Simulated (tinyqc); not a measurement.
Millisecond and nanosecond annealing: surface heating, thermal budget and solid-phase regrowth. Inputs raised by 5 %, one at a time. Computed by tinyqc, a small Python program. Command: `OMP_NUM_THREADS=1 python tinyqc.py 3025864 3025865 out.jsonl flash sens`. One thread of a shared host (Intel(R) Xeon(R) Processor @ 2.30GHz), about 0.03 s of CPU time with the checks.

A square pulse heats the surface of a thick wafer with constant thermal properties; losses by radiation are neglected and silicon melts at 1414 C.

Inputs (values chosen for the exercise, modelled on hot silicon with boron):
```
quantity                      value        unit
incident fluence               7.36      J/cm^2
pulse length t_p            0.00014           s
reflectance R                   0.4           -
thermal conductivity k          0.3    W/(cm K)
heat capacity per volume c     2.35  J/(cm^3 K)
preheat temperature T0          600           C
dopant prefactor D0            1.13      cm^2/s
dopant activation energy E     3.47          eV
regrowth prefactor v0       4.3e+08        cm/s
regrowth energy E_v            2.68          eV
```

Source: scanned laser.

Constants: k_B = 8.617333262e-05 eV/K.

Method:
- Absorbed flux q = (1 - R) fluence/t_p; kappa = k/c. With f(z, t) = (2 q/k) sqrt(kappa t) ierfc(z/(2 sqrt(kappa t))), ierfc(x) = exp(-x^2)/sqrt(pi) - x erfc(x): T = T0 + f(z, t) during the pulse and T0 + f(z, t) - f(z, t - t_p) after it.
- At the surface the rise at the end of the pulse is 2 q sqrt(t_p/(pi k c)); the fluence that just melts the surface scales with (1414 - T0).
- Temperatures in kelvin are T(C) + 273.15.
- Integrate exp(-E/(k_B T(t))) at the surface from 0 to 10 t_p (Gauss-Legendre, 60 points in sqrt(t) up to t_p and 60 in sqrt(t - t_p) after it). (Dt) = D0 x integral with E; regrowth = v0 x integral with E_v; effective time = integral/exp(-E/(k_B T_peak)).

Runs; columns: (1) input moved; (2) from; (3) to; (4) diffusion length 2 sqrt(Dt) (nm); (5) possible regrowth (nm); (6) effective time over t_p; (7) fluence at the melting threshold (J/cm^2):
```
(1)                                    (2)       (3)       (4)     (5)      (6)     (7)
base run                                 -         -  0.046698  21.401  0.18136  11.945
incident fluence (J/cm^2)             7.36     7.728  0.060251  31.549  0.17864  11.945
pulse length t_p (s)               0.00014  0.000147  0.042190  18.554  0.18283  12.240
reflectance R                          0.4      0.42  0.039213  16.408  0.18341  12.357
thermal conductivity k (W/(cm K))      0.3     0.315  0.041173  17.671  0.18283  12.240
dopant activation energy E (eV)       3.47    3.6435  0.021904  21.401  0.17261  11.945
dopant prefactor D0 (cm^2/s)          1.13    1.1865  0.047851  21.401  0.18136  11.945
```

Exponents ln(y'/y) / ln(x'/x):
```
input                       diffusion length 2 sqrt(Dt)  possible regrowth  effective time over t_p  fluence at the melting threshold
incident fluence                                  5.223              7.954                   -0.310                             0.000
pulse length t_p                                 -2.081             -2.926                    0.165                             0.500
reflectance R                                    -3.580             -5.446                    0.230                             0.695
thermal conductivity k                           -2.581             -3.926                    0.165                             0.500
dopant activation energy E                      -15.516              0.000                   -1.014                             0.000
dopant prefactor D0                               0.500              0.000                    0.000                             0.000
```

Which inputs matter most for each result?

Among the inputs moved here: diffusion length 2 sqrt(Dt) answers most in size to dopant activation energy E (exponent -15.516), next to incident fluence (+5.223). Its exponent +0.500 in dopant prefactor D0: a diffusion length. Possible regrowth answers most in size to incident fluence (exponent +7.954), next to reflectance R (-5.446); its exponent is below 0.0005 for dopant activation energy E, dopant prefactor D0. Effective time over t_p answers most in size to dopant activation energy E (exponent -1.014), next to incident fluence (-0.310); its exponent is below 0.0005 for dopant prefactor D0. Fluence at the melting threshold answers most in size to reflectance R (exponent +0.695), next to pulse length t_p (+0.500); its exponent is below 0.0005 for incident fluence, dopant activation energy E, dopant prefactor D0. Its exponent +0.500 in pulse length t_p: the heated depth grows as sqrt(t_p). Its exponent +0.500 in thermal conductivity k: the rise goes as 1/sqrt(k c).

Caution (all rows): equilibrium diffusivities are used; implant damage enhances diffusion, and k and c vary with temperature. Caution (all rows): a diffusion length below the atomic spacing of 0.235 nm means about one jump per atom or fewer, so the profile does not change measurably.
